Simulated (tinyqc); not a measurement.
Inside a calculation. Method: coherent transport through a tight-binding region between two chains. One step of it, computed by the program tinyqc.

Problem. Transmission at E = 0.58 eV. Surface Green function g = (E - i sqrt(4 t^2 - E^2)) / (2 t^2); self-energy tc^2 g on each contact site; G = (E - H - Sigma)^(-1); Gamma = -2 Im Sigma; T = Gamma_L Gamma_R |G_LR|^2; local density of states -Im G_ii / pi.

H of the central region (eV), lower triangle:
```
           1          2          3         4
1   0.000000
2  -0.610000   1.390000
3   0.000000  -0.610000   1.390000
4  -0.610000   0.000000  -0.610000  0.000000
```

Leads: semi-infinite chains with site energy 0:
```
parameter                           value
lead hopping t (eV)              1.690000
coupling to the left lead (eV)   0.200000
coupling to the right lead (eV)  0.790000
left contact site                       1
right contact site                      4
```

E = 0.580000 eV

Give: g; G; local density of states; transmission.

Solution.

g = 0.1015-0.5829i 1/eV

G (1/eV), lower triangle:
```
                 1                2                3               4
1   1.5524-1.0493i
2   1.2448-0.2620i  -0.9694-0.0840i
3   0.1005+0.7014i  -0.8927+0.1505i  -1.2859-0.5016i
4  -1.1113+1.1934i  -0.2160+0.2838i   0.8245-0.8165i  1.3108-1.3680i
```

local density of states (1/eV): 0.3340  0.0267  0.1597  0.4355

transmission = 0.0902
